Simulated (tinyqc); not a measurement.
Chemical vapour deposition: Grove model, boundary layer, depletion and step coverage: one step, computed by the program tinyqc. Command: `OMP_NUM_THREADS=1 python tinyqc.py 3011729 3011730 out.jsonl cvd walk`. One thread of a shared host (Intel(R) Xeon(R) Processor @ 2.30GHz), about 0.01 s of CPU time with the checks.

A precursor diffuses to the surface and reacts there at first order; each molecule that reacts adds one formula unit of film.

Question. Growth rate at the inlet. Fluxes in series: C_s = C_g/(1 + k_s/h_g); growth rate G = k_s h_g/(k_s + h_g) C_g/N; 1 cm/s = 6e8 nm/min.

Inputs (values chosen for the exercise, close to those used for silicon nitride (counted as SiN4/3)): temperature T = 790 C; film density N = 4e+22 formula units/cm^3.

Reactor: horizontal, atmospheric.

surface rate constant k_s = 0.1838777 cm/s

mass-transfer coefficient h_g = 1.938257 cm/s

precursor density C_g = 4.417917e+16 1/cm^3

Give: ratio k_s/h_g; C_s/C_g; growth rate G at the inlet.

Answer.

ratio k_s/h_g = 0.09487

C_s/C_g = 0.9134

growth rate G at the inlet = 111.3 nm/min

The surface reaction limits the rate, so temperature must be uniform.
